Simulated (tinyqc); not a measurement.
Worked calculation: Deal-Grove kinetics of thermal oxidation of silicon. Computed by tinyqc, a small Python program that keeps every step. Command: `OMP_NUM_THREADS=1 python tinyqc.py 3030992 3030993 out.jsonl oxide walk`. One thread of a shared host (Intel(R) Xeon(R) Processor @ 2.30GHz), about 0.02 s of CPU time with the checks. Intermediate numbers are printed to about 7 digits and carried at full precision; extremes and crossings named in words are read from the listed rows.

Oxidant diffuses through the oxide and reacts at the interface, so that dx/dt = B/(A + 2x) for the oxide thickness x.

Inputs (values chosen for the exercise, close to those used for silicon): prefactor B0 = 682 um^2/h; activation energy E_B = 1.23 eV; prefactor (B/A)0 = 6.95e+06 um/h; activation energy E_A = 2.01 eV; temperature T = 975 C; oxidant pressure p = 1 atm; pressure exponent m of B/A = 0.74; initial oxide x_i = 0.005 um; time t = 0.77 h; temperature of step 2, T2 = 950 C; time of step 2, t2 = 1.9 h.

Ambient: dry oxygen. Surface: (111). Extension: second step.

Constants: k_B = 8.617333262e-05 eV/K.

## Rate constants

B = B0 p exp(-E_B/(k_B T)), B/A = (B/A)0 p^m exp(-E_A/(k_B T)), p in atm; A = B/(B/A). Temperatures in kelvin are T(C) + 273.15.

parabolic constant B = 0.007367026 um^2/h

linear constant B/A = 0.05321203 um/h

length A = 0.1384466 um

Reaction at the interface limits growth while x is well below A/2 = 0.0692 um, diffusion once x is well above it.

## Thickness after the oxidation

tau = (x_i^2 + A x_i)/B and x = (A/2) [sqrt(1 + 4 B (t + tau)/A^2) - 1], the root of x^2 + A x = B (t + tau). Silicon consumed is 0.44 times the oxide grown; the rate is B/(A + 2x).

tau = 0.09735721 h

oxide thickness x = 0.03652029 um

silicon consumed = 0.01386893 um

final growth rate = 0.03483438 um/h

2x/A = 0.528: reaction and diffusion both resist, diffusion with a share 2x/(A + 2x) = 0.35. Caution: dry oxides grow faster than Deal-Grove predicts below about 0.03 um, so a start from a thinner film underestimates the thickness (a common remedy is x_i = 0.025 um).

## Full law against its linear and parabolic limits

Linear limit x = (B/A)(t + tau); parabolic limit x = sqrt(B (t + tau)).

Thickness (um):
```
t (h)       full  linear limit  parabolic limit      2x/A
0.05   0.0074412      0.007841        0.0329482  0.107496
0.1    0.0098071      0.010502        0.0381305  0.141673
0.25   0.0165138      0.018484        0.0505865  0.238559
0.5    0.0266548      0.031787        0.0663381  0.385055
1      0.0442497      0.058393        0.0899125  0.639231
2      0.0730551      0.111605        0.1243032  1.055354
4      0.1177986      0.218029        0.1737393  1.701719
8      0.1846375      0.430877        0.2442405  2.667273
16     0.2820337      0.856573        0.3443685  4.074259
32     0.4219528      1.707966        0.4862737  6.095530
```

Both limits lie above the full result, since each drops one resistance. The linear law overshoots by 5.4 % in the first row and 300 % in the last, the parabolic law by 340 % and 15 %. The better limit switches between 2 and 4 h; both give the same value where B (t + tau) = A^2, at 2x/A = sqrt5 - 1 = 1.24.

## A second oxidation in the same ambient

Step 2 starts from the thickness x of step 1, with B and A at T2: tau2 = (x^2 + A2 x)/B2 and x2 = (A2/2) [sqrt(1 + 4 B2 (t2 + tau2)/A2^2) - 1].

B2 = 0.005831522 um^2/h

A2 = 0.1605664 um

tau2 = 1.234269 h

thickness after both steps x2 = 0.07695212 um

## Two steps, the one at T2 first

First t2 at T2 from x_i, then t at T from the thickness reached.

thickness after t2 at T2 = 0.05519047 um

final thickness in this order = 0.07621189 um

The order changes the result by -0.96 %: ending with the larger A gives the thicker film, since A differs between the steps and the times are not simply additive.

Checks made by the program: closed form against Runge-Kutta integration of dx/dt (relative difference below 1e-10).
